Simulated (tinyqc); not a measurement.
Ellipsometry and reflectance of a transparent film on an absorbing substrate: two steps of the calculation.

Air (index 1), film, substrate with N2 = n2 - i k2; time factor exp(+i w t). q_j = sqrt(N_j^2 - sin^2 th), root with positive real part. Fresnel coefficients r_s = (q_a - q_b)/(q_a + q_b), r_p = (N_b^2 q_a - N_a^2 q_b)/(N_b^2 q_a + N_a^2 q_b). tan(Psi) exp(i Delta) = R_p/R_s, Delta taken from 0 to 360 degrees.

Inputs (values chosen for the exercise); indices close to those of silicon dioxide on silicon: wavelength lam = 632.8 nm; angle of incidence th = 70 degrees; index of the transparent film n1 = 1.454; film thickness d = 130 nm; index of the substrate n2 = 3.882; extinction coefficient of the substrate k2 = 0.019.

Problem 1. Interface coefficients and thickness period. q0, q1, q2 and the coefficients r01 and r12 for p and s; the results repeat in d with the period lam/(2 q1).

Wanted: q0; q1; q2; r01,p; r01,s; r12,p; r12,s; period.

Solution 1.

q0 = 0.34202
q1 = 1.1095
q2 = 3.7666-0.0196i
r01,p = -0.21089
r01,s = -0.52876
r12,p = 0.35481-0.00201i
r12,s = -0.54491+0.00183i
period = 285.16 nm

Problem 2. Psi, Delta and reflectances. beta = 2 pi d q1/lam, X = exp(-2 i beta), R = (r01 + r12 X)/(1 + r01 r12 X) for p and s.

q1 = 1.1095467
r01,p = -0.21088772
r01,s = -0.52875728
r12,p = 0.35480908-0.00200597i
r12,s = -0.54491140+0.00182763i

Find: beta; X; R_p; R_s; Psi; Delta; |R_p|^2; |R_s|^2.

Solution 2.

beta = 1.432 rad
X = -0.9618-0.2737i
R_p = -0.5170-0.0791i
R_s = -0.0274+0.2010i
Psi = 68.80 degrees
Delta = 90.93 degrees
|R_p|^2 = 0.2736
|R_s|^2 = 0.04114

The bare substrate gives Psi = 10.57 and Delta = 179.23 degrees.

tinyqc, about 0.01 s, one thread, Intel Xeon 2.30GHz (shared host): `OMP_NUM_THREADS=1 python tinyqc.py 2870204 2870205 out.jsonl`
